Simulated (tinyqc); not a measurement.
Resistance of a tapered via with liner, size effect and interface: via resistance against the diameter at the bottom.

A round via whose diameter grows from db at the bottom as D(z) = db + 2 z/tan(ang). The fill, of diameter D - 2 tl, starts above the bottom liner (thickness fb tl) and has rho = rho0 (1 + ks lam/(D - 2 tl)); the sidewall liner conducts in parallel with it. The bottom liner and the interface are crossed over the full area pi db^2/4. Spreading in the lines above and below is left out.

Slices between z0 = fb tl and hv, evaluated at their midpoints: conductance per length pi/4 [(D - 2 tl)^2/rho + (D^2 - (D - 2 tl)^2)/rl], slice resistance = slice height over that. 2000 slices. R_fill = sum of the slices; R_bottom = rl fb tl/(pi db^2/4); R_interface = ri/(pi db^2/4); ballistic (Sharvin) limit 1/(Sb pi (db - 2 tl)^2/4); ideal cylinder rho0 hv/(pi db^2/4).

Parameters, values chosen for the exercise; fill metal close to cobalt:
```
symbol    value      unit                                               meaning
hv           16        nm                                                height
ang          85   degrees                                        sidewall angle
rho0       6.03   uohm cm                          bulk resistivity of the fill
lam        11.5        nm                            mean free path of the fill
ks          1.6                                              size-effect factor
tl          1.6        nm                                 liner on the sidewall
fb          0.5                   liner at the bottom over that on the sidewall
rl          180   uohm cm                              resistivity of the liner
ri      8.3e-13  ohm cm^2                   interface resistivity at the bottom
Sb         1e15     S/m^2  ballistic conductance per area, about 3/(4 rho0 lam)
```

Via resistance against the diameter at the bottom:

| db (nm) | R_fill (ohm) | R_bottom (ohm) | R_interface (ohm) | R (ohm) | ballistic limit (ohm) | R over ideal cylinder | largest part |
|---|---|---|---|---|---|---|---|
| 6 | 276.6 | 50.93 | 2.936 | 330.4 | 162.4 | 9.683 | fill |
| 8.3 | 94.32 | 26.61 | 1.534 | 122.5 | 48.95 | 6.868 | fill |
| 11 | 38.68 | 15.15 | 0.8734 | 54.70 | 20.93 | 5.388 | fill |
| 16 | 12.80 | 7.162 | 0.4128 | 20.38 | 7.771 | 4.246 | fill |
| 22 | 5.336 | 3.788 | 0.2183 | 9.343 | 3.602 | 3.681 | fill |
| 30 | 2.386 | 2.037 | 0.1174 | 4.541 | 1.773 | 3.327 | fill |
| 42 | 1.042 | 1.039 | 0.05991 | 2.141 | 0.8458 | 3.074 | fill |
| 58 | 0.4869 | 0.5450 | 0.03141 | 1.063 | 0.4240 | 2.912 | bottom liner |
| 80 | 0.2345 | 0.2865 | 0.01651 | 0.5375 | 0.2159 | 2.801 | bottom liner |

R falls from 330 to 0.538 ohm. The fill is the largest part at db = 6, the bottom liner from 58 on. R goes as db^(-3.06) between the first two rows and db^(-2.12) between the last two; area alone gives -2. In every row the ballistic limit exceeds half of R_fill, so the diffusive model understates R.

Numbers from tinyqc (`OMP_NUM_THREADS=1 python tinyqc.py 2750068 2750069 out.jsonl`; about 0.01 s on one thread of a shared Intel Xeon 2.30GHz).
